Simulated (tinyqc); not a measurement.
## Field from the level spacing

Problem. In a triangular well E_k = a_k (C F^2/mz1)^(1/3), a_1 = 2.338107, a_2 = 4.087949, C = hbar^2/(2 m0), F in eV/nm (1 MV/cm = 0.1 eV/nm). Find F, E_1, the mean distance 2 E_1/(3 F) of the lowest level and the sheet charge eps0 eps_r F/q behind such a field.

Inputs (values chosen for the exercise): relative permittivity eps_r = 11.8; mass along z of valley set A (6 valley(s)) mz1 = 0.262 m0.

Constants: q = 1.602176634e-19 C, hbar = 1.054571817e-34 J s, m0 = 9.1093837015e-31 kg, eps0 = 8.8541878128e-14 F/cm where lengths are in cm, hbar^2/(2 m0) = 0.0380998212 eV nm^2. Results are converted to the units shown.

spacing of the two lowest levels = 114.68532 meV

Answer. The spacing over a_2 - a_1 is the energy scale (C F^2/mz1)^(1/3), which gives F.

F = 0.440 MV/cm
E_1 = 153 meV
mean distance = 2.32 nm
sheet charge over q = 2.87e12 cm^-2

tinyqc, about 0.5 s, one thread, Intel Xeon 2.30GHz (shared host): `OMP_NUM_THREADS=1 python tinyqc.py 2160094 2160095 out.jsonl`
